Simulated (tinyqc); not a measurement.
Modulation-doped quantum well, Poisson-Schroedinger loop with local exchange and correlation: one step of the calculation.

A well of width L centred at z = 0 between barriers Vb; effective-mass electrons, parabolic bands. The electrons come from donor sheets outside the mesh, a share fL of Ns on the left and the rest on the right, so the structure is neutral. Energies are counted from the band edge of the well, with U = 0 on the first node in the Hartree part.

Task. Density, output potential and mixing. n_i = sum_k N_k |psi_k|^2 (converted to cm^-3). Hartree part by Gauss: on the interval after node i the enclosed sheet charge is S_i = fL Ns - hz sum_(j<=i) n_j, and U_(i+1) = U_i + q S_i hz/(eps0 eps_r) in eV, U_1 = 0. Added to it: V_xc = -(2 Ry/(pi al rs)) [1 + 0.7734 (rs/21) ln(1 + 21/rs)] (Hedin-Lundqvist), al = (4/(9 pi))^(1/3), rs = (3/(4 pi n))^(1/3)/aB, aB = 4 pi eps0 eps_r hbar^2/(md m0 q^2), Ry = q/(8 pi eps0 eps_r aB) in eV. Mixing: U(new) = U + a (U(out) - U).

Parameters, values chosen for the exercise; material values those of a made-up well:
```
symbol   value   unit                               meaning
md      0.0284     m0                         in-plane mass
eps_r     18.4           relative permittivity (all layers)
Ns      2.3e12  cm^-2            sheet density of electrons
fL           0         share of the donors on the left side
a          0.5                                mixing factor
```

Constants: q = 1.602176634e-19 C, hbar = 1.054571817e-34 J s, m0 = 9.1093837015e-31 kg, eps0 = 8.8541878128e-14 F/cm where lengths are in cm. Results are converted to the units shown.

z, node 1 to 14 (nm): [-7.8, -6.6, -5.4, -4.2, -3, -1.8, -0.6, 0.6, 1.8, 3, 4.2, 5.4, 6.6, 7.8]
N_k (cm^-2): E1 2.2380023e12, E2 6.1997706e10
self-consistent potential U at the start, node 1 to 14 (eV): [0, 0, 0, 0, 0, 0, 0, 0, 0, 0, 0, 0, 0, 0]
|psi|^2 of E1, node 1 to 14 (1/nm): [0.00000131, 0.00005932, 0.00255927, 0.05474165, 0.09210027, 0.12432046, 0.14288437, 0.14288437, 0.12432046, 0.09210027, 0.05474165, 0.00255927, 0.00005932, 0.00000131]
|psi|^2 of E2, node 1 to 14 (1/nm): [0.00000721, 0.00025553, 0.00854836, 0.14461292, 0.16032393, 0.09051291, 0.01240581, 0.01240581, 0.09051291, 0.16032393, 0.14461292, 0.00854836, 0.00025553, 0.00000721]

Give: n; U(out); U after round 1.

Result.

n, node 1 to 14 (in units of 1e18 cm^-3): [0.000, 0.001, 0.063, 1.315, 2.161, 2.838, 3.205, 3.205, 2.838, 2.161, 1.315, 0.063, 0.001, 0.000]
U(out), node 1 to 14 (eV): [-0.0003, -0.0010, -0.0033, -0.0088, -0.0123, -0.0182, -0.0277, -0.0413, -0.0589, -0.0801, -0.1038, -0.1254, -0.1503, -0.1768]
U after round 1, node 1 to 14 (eV): [-0.00016, -0.00051, -0.00163, -0.00439, -0.00613, -0.00912, -0.01386, -0.02064, -0.02947, -0.04006, -0.05189, -0.06270, -0.07515, -0.08838]

Computed by the program tinyqc: `OMP_NUM_THREADS=1 python tinyqc.py 2140064 2140065 out.jsonl`, one thread of a shared Intel Xeon 2.30GHz, about 0.1 s for the whole run.
